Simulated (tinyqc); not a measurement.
## Bulk resistivity and mean free path from two films

Question. In the thick-film limit single-crystal films obey rho = rho0 (1 + 3 (1 - ps) lam/(8 d)). Find rho0, lam and the product rho0 lam.

Values chosen for this exercise:
- ps = 0 (specular share of surface scattering)

rho at d = 95 and 240 nm (uohm cm): [1.9472526, 1.7857875]

Answer. rho is a straight line in 1/d: the intercept is rho0 and the slope (3/8)(1 - ps) rho0 lam. Without ps only the product (1 - ps) lam could be found.

rho0 = 1.68 uohm cm
lam = 40.3 nm
rho0 lam = 67.7 uohm cm nm

Computed by the program tinyqc: `OMP_NUM_THREADS=1 python tinyqc.py 2100128 2100129 out.jsonl`, one thread of a shared Intel Xeon 2.30GHz, about 0.01 s for the whole run.
